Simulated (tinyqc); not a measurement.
Inversion layer as a triangular well, valleys of the Si type, step by step. Values are carried at full precision from step to step, so a last printed digit may differ when a step is redone from the rounded ones.

Six ellipsoidal valleys with their long axes along the cube axes, mass ml along the axis and mt across it. For a valley whose axis makes the angle theta with the surface normal, 1/m_z = cos^2(theta)/ml + sin^2(theta)/mt sets the confinement; in the plane the masses are m_1 = mt and m_2 = ml mt/m_z, and m_d = sqrt(m_1 m_2).

Constants: e^2/(4 pi eps0) = 14.39964547 eV angstrom; hbar^2/2m0 = 3.80998211 eV angstrom^2; kB = 8.617333262e-05 eV/K.

Values chosen for the exercise (near those of Si; shifted at random, so the results belong to these values and not to a real crystal): ml = 0.917 m0 (longitudinal mass); mt = 0.189 m0 (transverse mass); face = 100 (surface); eps = 11.6 (dielectric constant); Ns = 1.1 x 1e12/cm^2 (electron sheet density); Nd = 0.13 x 1e12/cm^2 (depletion charge); eta = 0.5 (share of Ns in the effective field); T = 77 K (temperature); tox = 20 angstrom (SiO2-equivalent oxide thickness).

## Valley masses on the (100) face

Group the valleys by their angle to the normal, heaviest m_z first.

Valleys (masses in m0):

| valleys g | cos^2(theta) | m_z | m_1 | m_2 | m_d |
|---|---|---|---|---|---|
| 2 | 1.0000 | 0.9170 | 0.1890 | 0.1890 | 0.1890 |
| 4 | 0.0000 | 0.1890 | 0.1890 | 0.9170 | 0.4163 |

The 2 valleys with the heaviest m_z will give the lowest ladder of subbands.

## Effective field

The field is taken as constant, e F = 4 pi (e^2/4 pi eps0)(Nd + eta Ns)/eps, with 1e12/cm^2 = 1e-4/angstrom^2, and the oxide as a hard wall at z = 0; c = hbar^2/2m0.

Find e F, and F in MV/cm (1 MV/cm = 0.01 V/angstrom).

e F = 0.00106075 eV/angstrom
F = 0.1061 MV/cm

## Subband ladders

Level j of a valley lies at E_j = a_j (c (e F)^2/m_z)^(1/3) above the band edge at the surface, with the Airy zeros a_j = 2.338107, 4.087949, 5.520560, 6.786708, 7.944134, 9.022651, 10.040174, 11.008524, 11.936016, 12.828777, and has <z> = 2 E_j/(3 e F).

The ten lowest levels of all groups of valleys together, j = 0, 1, ..., c = hbar^2/2m0; primes mark the groups with lighter m_z.

Subbands:

| label | valleys g | m_d (m0) | E (eV) | <z> (angstrom) |
|---|---|---|---|---|
| 0 | 2 | 0.1890 | 0.0391 | 24.57 |
| 0' | 4 | 0.4163 | 0.0662 | 41.60 |
| 1 | 2 | 0.1890 | 0.0684 | 42.96 |
| 2 | 2 | 0.1890 | 0.0923 | 58.01 |
| 3 | 2 | 0.1890 | 0.1135 | 71.32 |
| 1' | 4 | 0.4163 | 0.1157 | 72.73 |
| 4 | 2 | 0.1890 | 0.1328 | 83.48 |
| 5 | 2 | 0.1890 | 0.1509 | 94.82 |
| 2' | 4 | 0.4163 | 0.1563 | 98.21 |
| 6 | 2 | 0.1890 | 0.1679 | 105.51 |

The second subband is 0', 27.1 meV above the first.

## Fermi level and populations

Subband i holds n_i = g m_d/(2 pi c) kB T ln(1 + exp((EF - E_i)/kB T)) (spin included), and EF is fixed by sum n_i = Ns over the levels listed or, where none are listed, over j = 0 to 9 of each group; 1e12/cm^2 = 1e-4/angstrom^2.

Solve for EF; c = hbar^2/2m0. The mean distance is sum n_i <z>_i/Ns.

EF = 0.0418 eV

Populations:

| label | (EF - E)/kB T | n (1e12/cm^2) | share (%) |
|---|---|---|---|
| 0 | 0.41 | 0.964 | 87.7 |
| 0' | -3.67 | 0.116 | 10.6 |
| 1 | -4.00 | 0.019 | 1.7 |
| 2 | -7.61 | 0.001 | 0.0 |
| 3 | -10.80 | 0.000 | 0.0 |
| 1' | -11.14 | 0.000 | 0.0 |
| 4 | -13.71 | 0.000 | 0.0 |
| 5 | -16.43 | 0.000 | 0.0 |
| 2' | -17.25 | 0.000 | 0.0 |
| 6 | -19.00 | 0.000 | 0.0 |

mean distance from the surface = 26.71 angstrom

The lowest subband holds 87.7 % of the electrons and is partly degenerate (EF within a few kB T of its edge).

## Effect on the gate capacitance

The charge sits at the mean distance <z> from the surface, which adds (3.9/eps) <z> to the oxide thickness; C/Cox = tox/(tox + 3.9 <z>/eps). The density-of-states term is left out.

added thickness = 8.98 angstrom
C/Cox = 0.690

## Checks

- Lowest level by finite differences against the Airy formula, eV: both 0.0391.

Computed by tinyqc, a small Python program: `OMP_NUM_THREADS=1 python tinyqc.py 1281256 1281257 out.jsonl` (the numbers bound the seed that draws the inputs); one thread of a shared host (Intel(R) Xeon(R) Processor @ 2.30GHz), about 0.04 s for the whole set of steps.
